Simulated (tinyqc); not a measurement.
Bandgap voltage reference from two bipolar transistors: one step of the calculation.

Two transistors of area 1 and N carry the same current I. Is(T) = Is (T/T0)^eta exp[(Vg0 q/kB)(1/T0 - 1/T)], VBE1 = Vt ln(I/Is(T)) + I rb, VBE2 = Vt ln(I/(N Is(T))) + I rb/N. The amplifier forces I R1(T) = VBE1 - VBE2 + Vos, with R(T) = R (1 + tc (T - T0)) for both resistors, and the output is Vref = VBE1 + I R2(T). Base currents and the Early effect are neglected.

Problem. Operating point at another temperature. Vt = kB T/q; I = (Vt ln N + Vos)/(R1(T) - rb (1 - 1/N)).

Inputs (values chosen for the exercise); values of the order met in silicon bipolar transistors: reference temperature T0 = 300 K; band-gap voltage extrapolated to 0 K Vg0 = 1.156 V; temperature exponent of the saturation current eta = 3.3; saturation current of the unit transistor at T0 Is = 2.3e-17 A; area ratio of the second transistor N = 4; resistor across which the difference of VBE falls, at T0 R1 = 10 kohm; temperature coefficient of both resistors tc = 0 ppm/K; offset of the amplifier Vos = -1.8 mV; series resistance of the unit transistor rb = 30 ohm; output resistor at T0 R2 = 157.4 kohm; temperature T = 333 K.

Constants: q = 1.602176634e-19 C, kB = 1.380649e-23 J/K. Results are converted to the units shown.

Find: Vt; I; Is(T); VBE1; I R2; Vref.

Solution.

Vt = 0.02870 V
I = 3.807 uA
Is(T) = 2.728e-15 A
VBE1 = 0.6043 V
I R2 = 0.5992 V
Vref = 1.204 V

From T0 to T, VBE1 changes by -60.7 mV and I R2 by 62.2 mV, which leaves 1.45 mV in Vref.

Computed by the program tinyqc: `OMP_NUM_THREADS=1 python tinyqc.py 2062079 2062080 out.jsonl`, one thread of a shared Intel Xeon 2.30GHz, about 0.02 s for the whole run.
